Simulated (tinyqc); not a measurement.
# Changing the frequency nu_O

Model: quasi-harmonic thermal expansion with mode Grueneisen parameters. Computed by tinyqc, a small Python program. Command: `OMP_NUM_THREADS=1 python tinyqc.py 3014243 3014244 out.jsonl qha sweep`. One thread of a shared host (Intel(R) Xeon(R) Processor @ 2.30GHz), about 0.08 s of CPU time with the checks.

A crystal with two atoms a cell; per atom there are 1 transverse acoustic (TA), 1/2 longitudinal acoustic (LA) and 3/2 optical (O) modes. Every frequency of group i scales as nu_i (V/V0)^(-gamma_i). The acoustic groups have Debye spectra, density 3 nu^2/nu_i^3 up to nu_i (40 Gauss-Legendre points); the optical group has one frequency. Static energy: E = (9 V0 B0/16) [y^3 B' + y^2 (2 - 4 y)], y = (V0/V)^(2/3) - 1, with pressure P_s = (3 B0/2) (z^7 - z^5) [1 + (3/4)(B' - 4)(z^2 - 1)], z = (V0/V)^(1/3).

Inputs (values chosen for the exercise, modelled on diamond):
```
quantity,value,unit
static volume V0,5.67,angstrom^3/atom
static bulk modulus B0,449,GPa
static B',3.68,-
frequency nu_TA,21,THz
frequency nu_LA,29.8,THz
Grueneisen parameter gamma_TA,0.5,-
Grueneisen parameter gamma_LA,1.1,-
Grueneisen parameter gamma_O,1.1,-
temperature T,800,K
step factor f,0.8,-
```

Acoustic groups: Debye.

Constants: h x 1 THz = 4.135667696 meV; k_B = 8.617333262e-05 eV/K; 1 eV/angstrom^3 = 160.2176634 GPa.

Method:
- For a mode with x = h nu/(k_B T), n = 1/(exp(x) - 1): U = h nu (n + 1/2), C/k_B = x^2 n (n + 1); U_i and C_i sum these over group i with its weight per atom.
- Phonon pressure P_ph = sum_i gamma_i U_i/V.
- gamma_th = sum gamma_i C_i / sum C_i; volume expansion coefficient alpha_V = gamma_th C k_B/(B0 V0); linear coefficient alpha_V/3; first-order volume change P_ph/B0.
- Start at V0 and step V(new) = V [1 + f (P_s + P_ph)/B0]; stop when |P_s + P_ph| < 1e-8 GPa, after 60 steps, or when V leaves 0.7 to 1.3 V0.
- B_T = -V d(P_s + P_ph)/dV at fixed T (central difference, step 1e-4 V); alpha_V = sum gamma_i C_i k_B/(B_T V), all at V(T); the linear coefficient is alpha_L = alpha_V/3.
- C_P - C_V = alpha_V^2 B_T V T; the optical frequency is nu_O (V/V0)^(-gamma_O).
- At T = 0, U_i is the zero-point energy (h nu/2 a mode); solve P_s + P_ph = 0.

One run for each value:
```
frequency nu_O (THz),zero-point volume change (%),linear expansion coefficient (ppm/K),gamma_th at V0,volume change from V0 (%)
18.3,0.6568,4.4873,0.89532,1.3152
23.0,0.7582,4.3388,0.88950,1.3551
29.0,0.8876,4.1202,0.88030,1.4173
36.5,1.0495,3.8196,0.86627,1.5112
45.9,1.2526,3.4338,0.84540,1.6503
57.8,1.5099,2.9822,0.81581,1.8530
72.7,1.8326,2.5291,0.77864,2.1358
91.5,2.2405,2.1513,0.74001,2.5198
```

Describe and explain the trends.

Over the rows, zero-point volume change (%) rises from 0.657 to 2.24 (exponent d ln y / d ln x 0.63 between the first rows and 0.87 between the last); linear expansion coefficient (ppm/K) falls from 4.49 to 2.15 (exponent d ln y / d ln x -0.15 between the first rows and -0.70 between the last); gamma_th at V0 falls from 0.895 to 0.740 (exponent d ln y / d ln x -0.029 between the first rows and -0.22 between the last). A stiffer optical group stores more zero-point energy, which pushes the volume up in proportion to gamma_O nu_O, but it freezes out of the heat capacity and so adds less to alpha at this T.
